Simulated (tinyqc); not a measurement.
Worked calculation: tight binding, kagome lattice. One step of it, computed by the program tinyqc.

Question. Levels at k. Diagonalise the Hermitian matrix.

H(k) at k (eV), order A, B, C:
$$\begin{pmatrix}
0.000000 & -1.013646-0.557256i & -0.178881-0.451801i \\
-1.013646+0.557256i & 0.000000 & -0.783672-0.648310i \\
-0.178881+0.451801i & -0.783672+0.648310i & -0.470000
\end{pmatrix}$$

Give: eigenvalues; weights |c|^2 of the basis functions.

Answer.

eigenvalues (eV): [-1.946, 0.209, 1.268]

weights |c|^2 of the basis functions, order A, B, C:
$$\begin{pmatrix}
0.265 & 0.391 & 0.343 \\
0.381 & 0.041 & 0.578 \\
0.354 & 0.567 & 0.079
\end{pmatrix}$$
